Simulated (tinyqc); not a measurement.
# Floating body of a partially depleted SOI transistor: body voltage and kink: what changes with what

Source at 0 V. Channel current Ic = 2 nf K Vt^2 [F(0) - F(Vd)](1 + la Vd), F(V) = ln^2(1 + exp((Vg - VT - nf V)/(2 nf Vt))), VT = VT0 - gb Vb. Saturation voltage Vs = 2 Vt sqrt(F(0)) + 3 Vt, excess Ve = (Vd - Vs + sqrt((Vd - Vs)^2 + 0.0004 V^2))/2, multiplication M1 = Ai Ve exp(-Bl/Ve). Each junction passes D(v) = J1 (exp(v/Vt) - 1) + J2 (exp(v/(2 Vt)) - 1). Bipolar current Ib = bb J1 (exp(Vb/Vt) - 1). The body settles where M1 (Ic + Ib) = D(Vb) + D(Vb - Vd) + Vb/Rb; drain current Id = (1 + M1)(Ic + Ib) - D(Vb - Vd).

Parameters, values chosen for the exercise; values of the order met in partially depleted silicon-on-insulator transistors:
```
symbol   value         unit                                                                                            meaning
T          300            K                                                                                        temperature
VT0       0.35            V                                                                     threshold at zero body voltage
gb        0.18                                                                  fall of the threshold per volt of body voltage
nf        1.35                                                                                                    slope factor
K          130  uA/(V^2 um)                                                                              gain factor per width
la        0.03          1/V                                                                   channel-length modulation factor
Ai         1.6          1/V                                                                        impact-ionisation prefactor
Bl         5.8            V                                                                          impact-ionisation voltage
J1       3e-13        uA/um                                                      diffusion saturation current of each junction
J2      8.1e-9        uA/um                                                  recombination saturation current of each junction
bb         0.5                                                 gain of the lateral bipolar transistor on the diffusion current
Rb         3e5      kohm um  resistance of a weak body tie to the source (1e9 stands for no tie, and the term is then dropped)
Vg        0.64            V                                                                                       gate voltage
Vd         2.2            V                                                                                      drain voltage
```

Constants: q = 1.602176634e-19 C, kB = 1.380649e-23 J/K, Vt = kB T/q. Results are converted to the units shown.

Each table varies one quantity; the others keep the values above.

## Output curve and kink

Rows with more than one solution for Vb (latch) are left out; dId/dVd by a forward difference over 1e-4 V, swing = 1e-4 V over the change of log10 Id; M1 under 1e-12 is printed as 0.

Results:

| Vd (V) | Vb (V) | M1 | Id, floating (uA/um) | Id, grounded (uA/um) | ratio | dId/dVd, floating (uS/um) | dId/dVd, grounded (uS/um) |
|---|---|---|---|---|---|---|---|
| 0.8 | 0.01071 | 8.435e-6 | 4.232 | 4.178 | 1.013 | 1.451 | 0.1233 |
| 1 | 0.3126 | 1.753e-4 | 5.964 | 4.203 | 1.419 | 21.82 | 0.1394 |
| 1.2 | 0.6141 | 0.001176 | 8.024 | 4.237 | 1.894 | 2.805 | 0.2062 |
| 1.6 | 0.6939 | 0.01643 | 8.906 | 4.381 | 2.033 | 2.265 | 0.5651 |
| 1.8 | 0.7165 | 0.03716 | 9.416 | 4.521 | 2.083 | 2.898 | 0.8393 |
| 2 | 0.7342 | 0.07015 | 10.09 | 4.719 | 2.137 | 3.864 | 1.151 |
| 2.2 | 0.7486 | 0.1169 | 10.98 | 4.983 | 2.204 | 5.138 | 1.483 |

Estimate the missing row, Vd = 1.4 V.

Computed row:

| Vd (V) | Vb (V) | M1 | Id, floating (uA/um) | Id, grounded (uA/um) | ratio | dId/dVd, floating (uS/um) | dId/dVd, grounded (uS/um) |
|---|---|---|---|---|---|---|---|
| 1.4 | 0.6630 | 0.005506 | 8.482 | 4.291 | 1.977 | 2.064 | 0.3486 |

With this row back in the table: Vb rises from 0.0107 to 0.749 V and the ratio of the currents rises from 1.01 to 2.20. The output conductance with a floating body exceeds the grounded value by the largest factor among the rows, 157, at Vd = 1 V, where Vb = 0.313 V and M1 = 1.75e-4.

## Transfer curve and swing

Same model as above.

Transfer curve and swing:

| Vg (V) | Vb (V) | M1 | Id, floating (uA/um) | Id, grounded (uA/um) | ratio | swing, floating (mV/decade) | swing, grounded (mV/decade) |
|---|---|---|---|---|---|---|---|
| -0.1 | 4.402e-5 | 0.2209 | 7.744e-7 | 7.742e-7 | 1.000 | 81.26 | 81.27 |
| 0 | 7.310e-4 | 0.2208 | 1.344e-5 | 1.339e-5 | 1.004 | 80.38 | 80.68 |
| 0.1 | 0.01333 | 0.2203 | 2.461e-4 | 2.299e-4 | 1.070 | 76.00 | 81.49 |
| 0.2 | 0.6224 | 0.2118 | 0.06866 | 0.003707 | 18.52 | 84.85 | 84.95 |
| 0.3 | 0.6833 | 0.1947 | 0.5960 | 0.04800 | 12.42 | 137.6 | 97.73 |
| 0.4 | 0.7155 | 0.1714 | 2.219 | 0.3722 | 5.961 | 225.7 | 134.5 |
| 0.5 | 0.7339 | 0.1475 | 5.095 | 1.504 | 3.389 | 338.9 | 206.3 |
| 0.6 | 0.7453 | 0.1252 | 9.096 | 3.762 | 2.418 | 463.6 | 306.1 |
| 0.7 | 0.7526 | 0.1051 | 14.10 | 7.139 | 1.975 | 592.4 | 420.3 |

Read the table: what changes, and by how much?

Vb rises from 4.40e-5 to 0.753 V. The smallest swing among the rows is 76.0 mV a decade with a floating body (at Vg = 0.1 V) and 80.7 with a grounded one; Vt ln 10 = 59.5. The floating swing is smaller by more than 3 % for Vg = 0.1 V, where the rising Vb lowers the threshold as Vg rises. In the first row the floating body raises the current by a factor of 1.00.

Range of the model: The multiplication law is an empirical form chosen for the exercise; self-heating and capacitive coupling to the body are left out, and the linear laws are rough once Vb passes about 0.7 V or M1 about 0.1.

Numbers from tinyqc (`OMP_NUM_THREADS=1 python tinyqc.py 2182082 2182083 out.jsonl`; about 0.2 s on one thread of a shared Intel Xeon 2.30GHz).
